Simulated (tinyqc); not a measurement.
Kissinger analysis: growth of a silicide layer between metal and silicon: linear-parabolic kinetics, ramp anneals and Kissinger analysis. Computed by tinyqc, a small Python program. Command: `OMP_NUM_THREADS=1 python tinyqc.py 3014555 3014556 out.jsonl silicide walk`. One thread of a shared host (Intel(R) Xeon(R) Processor @ 2.30GHz), about 0.2 s of CPU time with the checks.

One compound layer of thickness x grows by diffusion through itself and reaction at an interface, dx/dt = 1/(2x/K + 1/v), until the metal is used up at x = a h.

Inputs (values chosen for the exercise, modelled on CoSi): metal thickness h = 5.4 nm; silicide formed per metal thickness a = 2.02; prefactor of the parabolic constant K = 1.6e+14 nm^2/s; activation energy E of K = 1.86 eV; prefactor of the interface velocity v = 7.1e+13 nm/s; activation energy E_v = 2.05 eV.

Constants: k_B = 8.617333262e-05 eV/K.

Method:
- The silicide ends at the thickness a h.
- K = K0 exp(-E/(k_B T)), v = v0 exp(-E_v/(k_B T)).
- Temperatures in kelvin are T(C) + 273.15.
- Ramp from x = 0 at 100 C at the rate beta: dx/dT = (1/beta)/(2x/K + 1/v), integrated adaptively (tolerance 1e-9) until x = a h at T_f.
- Plot ln(beta/T_f^2) against 1/(k_B T_f), T_f in kelvin; minus the least-squares slope estimates the activation energy.

final thickness = 10.908 nm

Ramps:
```
beta (C/s)  T_f (C)  1/(k_B T_f) (1/eV)  ln(beta/T_f^2)
0.03         392.71              17.428         -16.509
0.1          414.97              16.864         -15.371
0.3          436.62              16.350         -14.334
1            461.95              15.786         -13.200
3            486.67              15.273         -12.168
10           515.74              14.710         -11.039
30           544.25              14.197         -10.011
```

Kissinger energy = 2.0110 eV

What does the comparison show, and why?

A thousandfold faster ramp raises the completion temperature by only 152 C. The fit gives 2.011 eV, against E = 1.86 eV for diffusion and E_v = 2.05 eV for the interface: it lies 79 % of the way from E to E_v, as both steps resist. Caution: nucleation and competing phases are left out; disilicides such as CoSi2 and the low-resistance form of TiSi2 start by nucleation and follow this law at best in part.

Extremes, crossings and ranges named in words are read from the listed rows.
